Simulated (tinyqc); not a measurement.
Comparisons within one model: Koster-Slater impurity in an sp3s* host. A value that a table varies takes the place of the one given here.

sp3s* tight binding, nearest neighbours only: anion (a) at 0, cation (c) at a/4 (1,1,1), orbitals s, px, py, pz, s* on each; k in units of 2 pi/a. With phases e_j = exp(i (pi/2) k.n_j) for n = (1,1,1), (1,-1,-1), (-1,1,-1), (-1,-1,1): g0 = (e1+e2+e3+e4)/4, g1 = (e1+e2-e3-e4)/4, g2 = (e1-e2+e3-e4)/4, g3 = (e1-e2-e3+e4)/4. The diagonal holds the levels Esa, Epa, Exa (s*) and Esc, Epc, Exc. Anion-cation block: <sa|sc> = Vss g0; <sa|xc> = Vsapc g1; <xa|sc> = -Vscpa g1; <xa|xc> = Vxx g0; <xa|yc> = <ya|xc> = Vxy g3, <xa|zc> = <za|xc> = Vxy g2, <ya|zc> = <za|yc> = Vxy g1; <s*a|xc> = Vxapc g1; <xa|s*c> = -Vpaxc g1; y and z take g2 and g3 in place of g1; s-s* and s*-s* vanish.

A defect on a cation site (c) shifts the s level there by Vs or the three p levels by Vp and leaves the rest. A level in the gap solves 1/Vs = G_s(E) (symmetry A1) or 1/Vp = G_p(E) (T2, threefold), with G(E) = (1/N^3) sum over k and bands of w/(E - e), where w is the weight of the state on the s orbital of that site, or the mean weight on its px, py, pz. Mesh: k = f1 (-1,1,1) + f2 (1,-1,1) + f3 (1,1,-1), f = (j + 1/2)/N, j = 0 to N - 1. Energies from the top of the valence band at Gamma; the s* orbital of the site is left as it is. An infinite shift removes the s or p orbitals, the model of the ideal vacancy: G(E) = 0.

Values chosen for the exercise (out of a larger set: near a published set for Si; not measured data): p = (-4.224, 1.72, -4.224, 1.72, 6.693, 6.693, -8.25, 1.735, 4.537, 5.704, 5.704, 5.371, 5.371) eV (order Esa, Epa, Esc, Epc, Exa, Exc, Vss, Vxx, Vxy, Vsapc, Vscpa, Vxapc, Vpaxc); N = 5 (mesh); V = -4.1 eV (shift of the s level).

## Level against strength of the defect

Eg (smallest gap of the host) = 1.18496 eV

A dash: no level in the gap from 0 to Eg. The last row is the ideal vacancy.

Levels (eV above the valence band):
```
shift (eV)     A1     T2
-40             -  0.673
-20             -  0.805
-12         0.154  0.948
-8          0.521  1.073
-5          0.897  1.184
-3          1.161      -
+3              -      -
+5              -      -
+8              -      -
+12             -  0.075
+20             -  0.232
+40             -  0.374
vacancy         -  0.526
```

A1: a level lies in the gap for the attractive shifts -3, -5, -8 and -12 eV, and no repulsive one does; G has no zero in the gap, so there is no vacancy level there and a strong enough shift drives the level out through the far edge. T2: a level lies in the gap for the attractive shifts -5, -8, -12, -20 and -40 eV and for the repulsive +12, +20 and +40 eV; both branches tend to the vacancy level, 0.526 eV, which pins them. A level passes the edges where the shift equals 1/G, a value that is sensitive to the mesh there: on this one 1/G(0) = -14.3 and 1/G(Eg) = -2.8 eV for s, 9.5 and -5.0 eV for p.

## Convergence with the mesh

The same level (G_s = 1/V) on meshes of growing size; a dash: no level from 0 to Eg.

Mesh:
```
N  points  G_s(Eg/2) (1/eV)  level (eV)
2       8          -0.13888      1.0145
3      27          -0.13617      1.0135
4      64          -0.13558      1.0234
6     216          -0.13556      1.0204
8     512          -0.13555      1.0206
```

Against N = 8, G at mid-gap is off by -0.00332 at N = 2 and 0.00000 1/eV at N = 6; the level moves by +0.3 meV from N = 6 to 8. Errors in G are magnified in the level by 1/|dG/dE|, and a level near a band edge needs the finest mesh, since the sum there is ruled by few points.

Computed by tinyqc, a small Python program: `OMP_NUM_THREADS=1 python tinyqc.py 1482827 1482828 out.jsonl` (the numbers bound the seed that draws the inputs); one thread of a shared host (Intel(R) Xeon(R) Processor @ 2.30GHz), about 0.05 s for the whole set of steps.
